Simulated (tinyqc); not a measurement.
Equilibrium and kinetic segregation of a solute to boundaries and growing surfaces: one step, computed by the program tinyqc. Command: `OMP_NUM_THREADS=1 python tinyqc.py 3028246 3028247 out.jsonl segreg walk`. One thread of a shared host (Intel(R) Xeon(R) Processor @ 2.30GHz), about 0.01 s of CPU time with the checks.

Task: Segregation at a growing surface. Two-state exchange during growth, dilute: jump up r_u = nu exp(-E_b/(k_B T_g)), jump back r_d = r_u exp(-E_s/(k_B T_g)), nu = 1e13 1/s. In the time 1/R of one monolayer the share carried up is p = [r_u/(r_u + r_d)] [1 - exp(-(r_u + r_d)/R)]; the tail decays as p^n, length -1/ln p monolayers; the equilibrium limit has p = r_u/(r_u + r_d).

Inputs (values chosen for the exercise, modelled on arsenic in polycrystalline silicon):
```
quantity,value,unit
exchange barrier E_b,1.61,eV
surface segregation energy E_s,0.3,eV
growth temperature T_g,850,K
growth rate,0.93,monolayers/s
```

Constants: k_B = 8.617333262e-05 eV/K.

Give: r_u; r_d; share carried up p; decay length.

Result:

r_u = 2845 1/s

r_d = 47.35 1/s

share carried up p = 0.9836

decay length = 60.58 monolayers

Exchange is fast against growth: the equilibrium regime, where heating shortens the tail.
